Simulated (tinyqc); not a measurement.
Piezoresistors in the (001) plane of a cubic crystal: one step of the calculation.

Plane stress in crystal axes x = [100], y = [010]. First-order piezoresistance: d rho_xx/rho = p11 sxx + p12 syy, d rho_yy/rho = p12 sxx + p11 syy, d rho_xy/rho = p44 sxy; a resistor along d = (cos th, sin th) changes by dR/R = d.(d rho/rho).d. Changes of geometry and second-order terms are left out.

Task. Longitudinal and transverse coefficients. For uniaxial stress along or across the current: pL = p11 - (A/2) sin^2(2 th), pT = p12 + (A/2) sin^2(2 th), A = p11 - p12 - p44. Gauge factor along [110]: E (p11 + p12 + p44)/2.

Parameters, values chosen for the exercise; coefficients close to those of lightly doped p-type silicon:
- p11 = 6.98 x 1e-11/Pa (piezoresistive coefficient)
- p12 = -1.03 x 1e-11/Pa (piezoresistive coefficient)
- p44 = 141 x 1e-11/Pa (piezoresistive coefficient)
- th = 22.5 deg (angle of the current from [100])
- E = 161 GPa (Young's modulus along [110])

Wanted: A; pL; pT; gauge factor.

Result.

A = -133.0 x 1e-11/Pa
pL = 40.23 x 1e-11/Pa
pT = -34.28 x 1e-11/Pa
gauge factor = 118.3

Numbers from tinyqc (`OMP_NUM_THREADS=1 python tinyqc.py 2530146 2530147 out.jsonl`; about 0.01 s on one thread of a shared Intel Xeon 2.30GHz).
